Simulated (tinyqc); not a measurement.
Field length and prefactor from two substrate currents.

Inverse problem. For Em = (Vd - Vdsat)/l, Isub/Id = (Ai/Bi)(Vd - Vdsat) exp(-Bi l/(Vd - Vdsat)), and l = sqrt(3 tox xj). Find l, Ai and xj.

Parameters, values chosen for the exercise:
```
symbol,value,unit,meaning
tox,12,nm,oxide thickness
Bi,1.67,MV/cm,ionisation field
```

Isub/Id at Vd - Vdsat = 2 and 2.8 V: 0.00168378842  0.0187624132

Solution. ln[Isub/(Id (Vd - Vdsat))] is linear in 1/(Vd - Vdsat) with slope -Bi l.

l = 86.9 nm
Ai = 2.00e6 1/cm
xj = 210 nm

Computed by the program tinyqc: `OMP_NUM_THREADS=1 python tinyqc.py 2550060 2550061 out.jsonl`, one thread of a shared Intel Xeon 2.30GHz, about 0.01 s for the whole run.
